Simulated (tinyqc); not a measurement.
# Worked calculation: on-chip interconnect, size-dependent resistivity and RC delay

Numbers from tinyqc (`OMP_NUM_THREADS=1 python tinyqc.py 2100103 2100104 out.jsonl`; about 0.01 s on one thread of a shared Intel Xeon 2.30GHz). Printed values are rounded.

A rectangular line between two neighbours and two ground planes. Surface and grain-boundary scattering are added to the bulk resistivity as corrections; capacitances are parallel-plate values without fringing; inductance is ignored.

Values chosen for this exercise; metal values close to those of copper:

| symbol | value | unit | meaning |
|---|---|---|---|
| rho0 | 1.69 | uohm cm | bulk resistivity |
| lam | 40.2 | nm | bulk mean free path |
| ps | 0 |  | specular share of surface scattering |
| Rg | 0.47 |  | reflection coefficient of grain boundaries |
| gr | 1.5 |  | grain size over the metal width |
| wd | 11 | nm | drawn line width |
| AR | 2 |  | aspect ratio, height over width |
| tl | 1.8 | nm | liner on both walls and the bottom, not conducting |
| sp | 16 | nm | space to the neighbouring lines |
| hd | 16 | nm | dielectric height to the planes above and below |
| ek | 3.9 |  | relative permittivity of the dielectric |
| Mf | 1 |  | Miller factor of the neighbours |
| Lw | 6.3 | um | line length |
| Rd | 4800 | ohm | driver resistance |
| Cl | 0.12 | fF | load capacitance |
| dt | 2.9 | ps | time step |

Constants: eps0 = 8.8541878128e-12 F/m. Results are converted to the units shown.

Range of the model: The metal width is under the mean free path, where the thick-limit surface term and the simple sum of corrections lose accuracy.

## Resistivity, resistance and capacitance per length

Metal width x = wd - 2 tl, height y = AR wd - tl; grain boundaries (Mayadas-Shatzkes): al = (lam/(gr x)) Rg/(1 - Rg), g = 1/[1 - 3 al/2 + 3 al^2 - 3 al^3 ln(1 + 1/al)] - 1; surfaces (Fuchs-Sondheimer, thick limit): s = (3/8) lam (1 - ps)(1/x + 1/y); rho = rho0 (1 + g + s); r = rho/(x y); c = eps0 ek (2 wd/hd + 2 Mf AR wd/sp).

x = 7.4 nm
y = 20.2 nm
al = 3.211627
g = 4.339550
s = 2.783449
rho = 13.72787 uohm cm
r = 918.3749 ohm/um
c = 0.1424417 fF/um

rho is 8.12 times the bulk value; grain boundaries add more (4.34 against 2.78). The liner takes 38.2 % of the cross-section.

## Ladder and Elmore delays

4 equal pi sections: series Rs = r Lw/4; node capacitances c Lw/4, halved at nodes 0 and 4, with Cl added to node 4; Rd feeds node 0. Elmore delay of node k: the sum, over the resistors on the path to k, of resistance times all capacitance downstream of it.

Rs = 1446.440 ohm

```
node     C (fF)  Elmore delay (ps)
0     0.1121729           4.883438
1     0.2243458           6.192771
2     0.2243458           7.177601
3     0.2243458           7.837928
4     0.2321729           8.173752
```

The far-end value equals Rd (c Lw + Cl) + r Lw (c Lw/2 + Cl) for any number of pi sections; the line resistance contributes 40.3 % of it.

## Step 1: node voltages after a time step

v at t = 0, node 0 to 4 (V): [0, 0, 0, 0, 0]

A 1 V step is applied behind Rd at t = 0. C dv/dt = -G v + b, with G the conductance matrix of the ladder (1/Rs between neighbours, 1/Rd added at node 0) and b = (1 V/Rd, 0, ...). Trapezoidal step: (C/dt + G/2) v(new) = (C/dt - G/2) v + b.

v at t = 1 dt, node 0 to 4 (V): [0.7788303, 0.4979900, 0.3285974, 0.2327432, 0.1889759]

## Step 2: node voltages after a time step

As before.

v at t = 2 dt, node 0 to 4 (V): [0.5572829, 0.6132757, 0.5836212, 0.5375014, 0.5074980]

## Course in time

A 1 V step is applied behind Rd at t = 0. C dv/dt = -G v + b, with G the conductance matrix of the ladder (1/Rs between neighbours, 1/Rd added at node 0) and b = (1 V/Rd, 0, ...). Trapezoidal step: (C/dt + G/2) v(new) = (C/dt - G/2) v + b. The last column solves the same ladder exactly by its modes.

Voltages (V):
```
t (ps)  node 0  node 2  node 4  node 4, exact
2.900    0.779  0.3286  0.1890         0.2367
5.800    0.557  0.5836  0.5075         0.4877
8.700    0.919  0.6867  0.6620         0.6566
11.60    0.781  0.8234  0.7705         0.7699
14.50    0.987  0.8558  0.8550         0.8458
17.40    0.881  0.9245  0.8955         0.8966
20.30    1.014  0.9342  0.9368         0.9307
23.20    0.930  0.9674  0.9530         0.9536
26.10    1.021  0.9703  0.9721         0.9689
29.00    0.955  0.9856  0.9791         0.9791
31.90    1.021  0.9870  0.9875         0.9860
34.80    0.970  0.9932  0.9909         0.9906
```

The far end of the ladder reaches 0.5 V at 5.976 ps, 0.731 of its Elmore delay (ln 2 = 0.693 for a single pole); the slowest mode has a time constant of 7.248 ps. The largest error of the trapezoidal steps at that node is 48 mV. Node 0 swings up and down from step to step: the trapezoidal rule does not damp modes much faster than dt, so these swings are numerical.
